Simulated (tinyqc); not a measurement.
Charge neutrality of a doped semiconductor with incomplete ionisation: one step, computed by the program tinyqc.

Energies are counted from the top of the valence band; E_D is measured down from the conduction band and E_A up from the valence band.

Problem. The closed form for the extrinsic range. With Boltzmann statistics, no holes and every acceptor ionised, n (n + N_A) = n1 (N_D - N_A - n) with n1 = (N_c/g_D) exp(-E_D/k_B T). Take the positive root.

Inputs (values chosen for the exercise, modelled on ZnO):

| quantity | value | unit |
|---|---|---|
| donor density N_D | 4.4e+15 | cm^-3 |
| acceptor density N_A | 0 | cm^-3 |
| donor depth E_D | 0.0457 | eV |
| donor degeneracy g_D | 2 | - |
| temperature T | 300 | K |

Doping: n-type. Statistics of the bands: Boltzmann.

N_c = 3.481563e+18 cm^-3

k_B T = 0.02585200 eV

Give: n1; n from the quadratic.

Solution.

n1 = 2.972e+17 cm^-3

n from the quadratic = 4.337e+15 cm^-3
